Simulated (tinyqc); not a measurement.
Bandgap voltage reference from two bipolar transistors: output against temperature.

Two transistors of area 1 and N carry the same current I. Is(T) = Is (T/T0)^eta exp[(Vg0 q/kB)(1/T0 - 1/T)], VBE1 = Vt ln(I/Is(T)) + I rb, VBE2 = Vt ln(I/(N Is(T))) + I rb/N. The amplifier forces I R1(T) = VBE1 - VBE2 + Vos, with R(T) = R (1 + tc (T - T0)) for both resistors, and the output is Vref = VBE1 + I R2(T). Base currents and the Early effect are neglected.

Vt = kB T/q; I = (Vt ln N + Vos)/(R1(T) - rb (1 - 1/N)).

Values chosen for this exercise; values of the order met in silicon bipolar transistors: reference temperature T0 = 323 K; band-gap voltage extrapolated to 0 K Vg0 = 1.18 V; temperature exponent of the saturation current eta = 3.6; saturation current of the unit transistor at T0 Is = 2.3e-18 A; area ratio of the second transistor N = 4; resistor across which the difference of VBE falls, at T0 R1 = 26 kohm; temperature coefficient of both resistors tc = 1300 ppm/K; offset of the amplifier Vos = -1.6 mV; series resistance of the unit transistor rb = 0 ohm; output resistor at T0 R2 = 336.6 kohm.

Constants: q = 1.602176634e-19 C, kB = 1.380649e-23 J/K. Results are converted to the units shown.

Output against temperature:
```
T (K)  I (uA)  VBE1 (V)  I R2 (V)  Vref (V)  Vref - Vref(T0) (mV)  dVref/dT (uV/K)
218     1.089    0.9152    0.3164     1.232                -2.898            85.20
233     1.143    0.8931    0.3396     1.233                -1.757            67.06
253     1.211    0.8633    0.3706     1.234               -0.6444            44.47
273     1.276    0.8331    0.4015     1.235               0.03230            23.44
298     1.352    0.7947    0.4402     1.235                0.3095          -0.9457
323     1.423    0.7557    0.4788     1.235                     0           -23.54
348     1.489    0.7162    0.5175     1.234               -0.8544           -44.58
373     1.551    0.6762    0.5562     1.232                -2.218           -64.28
398     1.610    0.6357    0.5948     1.230                -4.059           -82.80
423     1.665    0.5947    0.6335     1.228                -6.349           -100.3
```

VBE1 falls by 1.56 mV/K on average and I R2 rises by 1.55 mV/K. The slope of Vref vanishes at T = 297 K. Between 233 and 398 K Vref spans 4.37 mV, or 21.5 ppm/K by the box method (span over the average over T, over 165 K).

Program tinyqc, `OMP_NUM_THREADS=1 python tinyqc.py 2062120 2062121 out.jsonl`; Intel Xeon 2.30GHz, shared host, one thread, about 0.02 s.
